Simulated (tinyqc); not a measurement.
From results back to parameters: configuration-coordinate model of carrier capture at a defect. Four cases, with inputs chosen for the exercise.

Problem. For two parabolas of equal curvature the ionisation peak lies at ET + ER, the emission barrier is (ER + ET)^2/(4 ER), and the standard deviation of the band at T = 0 is sqrt(ER hw). The values come from hidden ET, ER and hw.

Find: ET, ER, hw; capture barrier.

Method. ER is the squared peak energy over four times the emission barrier; ET is the rest, hw = variance/ER, and the capture barrier is the emission barrier less ET.

Case 1.

ionisation peak = 1.0300 eV
emission barrier = 1.153152 eV
standard deviation at T = 0 = 0.117473 eV

Solution.

ET, ER, hw (eV): 0.800  0.230  0.060

capture barrier = 0.353 eV

Case 2.

ionisation peak = 1.2200 eV
emission barrier = 2.325625 eV
standard deviation at T = 0 = 0.095499 eV

Solution.

ET, ER, hw (eV): 1.060  0.160  0.057

capture barrier = 1.266 eV

Case 3.

ionisation peak = 0.3200 eV
emission barrier = 0.284444 eV
standard deviation at T = 0 = 0.050200 eV

Solution.

ET, ER, hw (eV): 0.230  0.090  0.028

capture barrier = 0.054 eV

Case 4.

ionisation peak = 0.8700 eV
emission barrier = 0.270321 eV
standard deviation at T = 0 = 0.091652 eV

Solution.

ET, ER, hw (eV): 0.170  0.700  0.012

capture barrier = 0.100 eV

Computed by tinyqc, one run a case: `OMP_NUM_THREADS=1 python tinyqc.py N N+1 out.jsonl` with N = 1451824, 1451842, 1451901, 1451932; one thread of a shared Intel(R) Xeon(R) Processor @ 2.30GHz, about 0.01 s a run at most.
